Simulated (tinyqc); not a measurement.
# Time-domain thermoreflectance: layered heat flow under a modulated pulse train, and what the signal ratio measures, step by step

A worked calculation. Computed by tinyqc, a small Python program that keeps every step. Command: `OMP_NUM_THREADS=1 python tinyqc.py 3112617 3112618 out.jsonl tdtr walk`. One thread of a shared host (Intel(R) Xeon(R) Processor @ 2.30GHz), about 0.1 s of CPU time with the checks. Intermediate numbers are printed to about 6 digits and carried at full precision; extremes and crossings named in words are read from the listed rows.

Pulses repeat at 80 MHz; heat is laid down at the surface, all layers are isotropic.

Inputs (values chosen for the exercise, modelled on aluminium on silicon): metal thickness d = 110 nm; metal conductivity = 130 W/(m K); metal heat capacity = 2.42 MJ/(m^3 K); boundary conductance G under the metal = 200 MW/(m^2 K); substrate conductivity kappa = 131 W/(m K); substrate heat capacity C = 1.62 MJ/(m^3 K); modulation frequency f = 1 MHz; spot radius w (1/e^2, pump and probe) = 6.8 micrometre; delay t = 350 ps.

Stack: metal, substrate.

## Length and time scales

Penetration depth sqrt(kappa/(pi f C)); effusivity sqrt(kappa C); cooling time of the metal d C_m/G; Kapitza length kappa/G.

penetration depth = 5.07345 micrometre

effusivity = 14567.8 W s^(1/2)/(m^2 K)

cooling time of the metal = 1331 ps

Kapitza length = 655 nm

depth over spot radius = 0.746095

The penetration depth is not small against the spot, so radial spreading in the substrate matters at f.

## Impedance at k = 0 and the modulation frequency

For radial wave number k and angular frequency W each layer has u = sqrt(4 pi^2 k^2 + i W C/kappa) and gamma = kappa u. Surface impedance from below: Z = 1/gamma for the substrate; a layer of thickness L maps Z to (Z + tanh(u L)/gamma)/(1 + gamma Z tanh(u L)); a boundary adds 1/G. Take k = 0 and W = 2 pi f.

Z of the substrate = 19.3643-19.3643i m^2 K/GW

Z at the surface = 23.6422-19.6897i m^2 K/GW

## Response at the modulation frequency

Response per absorbed watt H(W) = 2 pi int_0^(2/w) Z(k, W) exp(-pi^2 k^2 w^2) k dk by 20 Gauss-Legendre points.

H(2 pi f) = 0.167306-0.076222i K/mW

phase of H(2 pi f) = -24.4933 degrees

## Signal at one delay

Signal: X + iY = sum_(m = -M..M) H(2 pi (f + m f_r)) exp(i 2 pi m f_r t) exp(-pi (m/M)^2 x 4), f_r = 80 MHz, M = 4000, with H(-W) the complex conjugate of H(W); V_in = X, V_out = Y, ratio = -V_in/V_out.

V_in = 0.373648 K/mW

V_out = -0.0759583 K/mW

ratio -V_in/V_out = 4.91912

## Ratio and sensitivities against delay

Sensitivity S = ln(ratio'/ratio)/ln(1.01) for a rise of one input by 1 %.

Ratio and sensitivities:
```
t (ps)    ratio  S to kappa     S to G     S to d     S to C     S to w
100     5.63597    0.767138  -0.009898  -0.538197   0.003539  -0.811045
200     5.27114    0.753380  -0.047765  -0.621819  -0.005114  -0.804269
400     4.81423    0.729018  -0.109198  -0.525359  -0.021706  -0.793785
800     4.12942    0.680324  -0.190965  -0.362007  -0.057026  -0.775556
1500    3.34676    0.602610  -0.258018  -0.164126  -0.115464  -0.749241
2500    2.69634    0.514609  -0.268778  -0.009362  -0.181321  -0.719643
4000    2.17790    0.428850  -0.221120   0.074501  -0.241462  -0.686906
```

The largest sensitivity in size at 100 ps is to w (-0.81). At 400 ps an error of 3 % in d passes on as 2 % in kappa.

Checks made by the program: steady rise of a bare substrate, 1/(2 sqrt(pi) w kappa), from the same quadrature (relative difference below 1e-10).
